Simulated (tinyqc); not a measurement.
# From one set of inputs to another, one input at a time

Model: surface segregation during layer-by-layer epitaxy: two-layer exchange kinetics and the shape of quantum wells and delta layers. Computed by tinyqc, a small Python program. Command: `OMP_NUM_THREADS=1 python tinyqc.py 3018341 3018342 out.jsonl mbeseg ladder`. One thread of a shared host (Intel(R) Xeon(R) Processor @ 2.30GHz), about 0.01 s of CPU time with the checks.

Atoms A and B exchange only between the growing layer and the one below it. B is supplied for N layers, then pure A follows.

The inputs printed are set A. Set A is close to those used for phosphorus in silicon; the values taken over come from a set close to those used for antimony in silicon. Inputs not listed in the table keep their values of set A, so the rows need not describe a real material.

Inputs (values chosen for the exercise, close to those used for phosphorus in silicon):

| quantity | value | unit |
|---|---|---|
| barrier E1 for B to move up | 1.75 | eV |
| segregation energy E_s | 0.49 | eV |
| attempt frequency nu | 1 | THz |
| growth rate G | 0.63 | layers/s |
| share x0 of B in the flux during the well | 0.096 | - |
| layers in the well N | 10 | - |
| layer thickness | 1.36 | angstrom |
| temperature T | 400 | C |

Constants: k_B = 8.617333262e-05 eV/K.

Method:
- p1 = nu exp(-E1/(k_B T)) (B up, A down), p2 = nu exp(-(E1 + E_s)/(k_B T)) (B down); time per layer tau = 1/G; K = p1/p2.
- Temperatures in kelvin are T(C) + 273.15.
- Dilute equilibrium share passed up per layer R_eq = K/(1 + K).
- Each layer is deposited complete with B share x_dep and then exchanges for the time tau = 1/G with the layer below, whose share is b (total c = s + b fixed): ds/dt = p1 b (1 - s) - p2 s (1 - b), s(0) = x_dep. With the roots s1 < s2 of the right side, (s - s1)/(s - s2) = [(s(0) - s1)/(s(0) - s2)] exp(-(p1 - p2)(s2 - s1) tau). The lower layer is then buried with c - s, and s becomes the b of the next layer.
- In the dilute tail each layer passes up the share R = R_eq (1 - exp(-(p1 + p2) tau)); decay length = -layer thickness/ln R.
- Index 0 is the last layer of pure A below the well. Share of B outside the intended layers 1..N = 1 - (sum over 1..N)/(N x0).

Each row keeps all changes above it:

| input moved | from | to | share passed up R | decay length (angstrom) | peak share (largest buried share) |
|---|---|---|---|---|---|
| set A | - | - | 1.1795e-01 | 0.6363 | 0.096000 |
| share x0 of B in the flux during the well | 0.096 | 0.087 | 1.1795e-01 | 0.6363 | 0.087000 |
| growth rate G (layers/s) | 0.63 | 0.16 | 3.8991e-01 | 1.4440 | 0.086993 |
| segregation energy E_s (eV) | 0.49 | 0.54 | 3.8992e-01 | 1.4440 | 0.086993 |
| temperature T (C) | 400 | 300 | 2.5548e-03 | 0.2278 | 0.087000 |
| barrier E1 for B to move up (eV) | 1.75 | 1.81 | 7.5886e-04 | 0.1893 | 0.087000 |

Share passed up R goes from 0.118 to 7.59e-4, a factor 0.00643 in all. The largest single move comes from temperature T (a factor 0.00655), and growth rate G works against it (a factor 3.31). Decay length goes from 0.636 to 0.189, a factor 0.298 in all. The largest single move comes from temperature T (a factor 0.158), and growth rate G works against it (a factor 2.27). Peak share (largest buried share) goes from 0.0960 to 0.0870, a factor 0.906 in all. The largest single move comes from share x0 of B in the flux during the well (a factor 0.906). The single moves hold for this order of the switches; the total does not depend on the order.

Caution (rows set A, share x0 of B in the flux during the well, temperature T, barrier E1 for B to move up): a decay length below one layer thickness is only formal. Caution (all rows): two-layer exchange with complete layers is a simplification that can understate segregation at low temperature; desorption, step-edge exchange and surfactants are left out.

Extremes, crossings and ranges named in words are read from the listed rows.
